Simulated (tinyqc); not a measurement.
Filling the band: three-level Kane dispersion of a narrow-gap semiconductor.

Zero of energy at Gamma8, c = hbar^2/2m0, P^2 = Ep c. The free-electron term and remote bands are left out, so the heavy holes are flat at E = 0 and the other three bands obey E (E - Eg)(E + Dso) = P^2 k^2 (E + 2 Dso/3). The conduction band is the highest root; its edge is Ec = max(Eg, 0).

Degenerate electrons at T = 0: kF = (3 pi^2 n)^(1/3), 1 cm^-3 = 1e-24 angstrom^-3; EF is the highest root at kF. The momentum (cyclotron, optical) mass is m(E) = hbar^2 k/(dE/dk) = c d(k^2)/dE with d(k^2)/dE = k^2 [1/E + 1/(E - Eg) + 1/(E + Dso) - 1/(E + 2 Dso/3)]; the density of states is k d(k^2)/dE/(2 pi^2).

Edge mass m0* = Eg (Eg + Dso)/(Ep (Eg + 2 Dso/3)).
Constants: hbar^2/2m0 = 3.80998211 eV angstrom^2.

Values chosen for the exercise (out of a larger set: near those of GaSb; not measured data): Eg = 0.799 eV (E(Gamma6) - E(Gamma8)); Dso = 0.73 eV (spin-orbit splitting); Ep = 25.7 eV (Kane energy).

n from 1e15 to 1e19 cm^-3. The last column is the local power d ln(EF - Ec)/d ln n = kF^2/(1.5 (EF - Ec) d(k^2)/dE).

Results:
```
n (cm^-3)  kF (1/angstrom)  EF - Ec (meV)  parabolic (meV)   m(EF)  m(EF)/m0*  power
1.0e+15            0.00309            1.0              1.0  0.0371       1.00  0.666
1.0e+16            0.00667            4.6              4.6  0.0374       1.01  0.663
3.0e+16            0.00961            9.4              9.5  0.0378       1.02  0.660
1.0e+17            0.01436           20.8             21.2  0.0387       1.05  0.652
3.0e+17            0.02071           42.2             44.2  0.0405       1.09  0.638
1.0e+18            0.03094           89.6             98.6  0.0444       1.20  0.611
3.0e+18            0.04462          172.0            205.1  0.0512       1.38  0.575
1.0e+19            0.06665          333.8            457.8  0.0643       1.74  0.526
```

What can be read from this table?

The power falls from 0.666 to 0.526: 2/3 marks a parabola, 1/3 a linear band. The parabola is within 10 % up to n = 3.0e+17 cm^-3. The mass ends at 1.74 times its edge value. Side valleys are left out; where they lie low (GaSb, grey Sn: about 0.1 eV) they take the electrons long before the last rows.

Run: tinyqc, `OMP_NUM_THREADS=1 python tinyqc.py 1080036 1080037 out.jsonl`; Intel(R) Xeon(R) Processor @ 2.30GHz, one thread, shared host; about 0.01 s of CPU time with all checks.
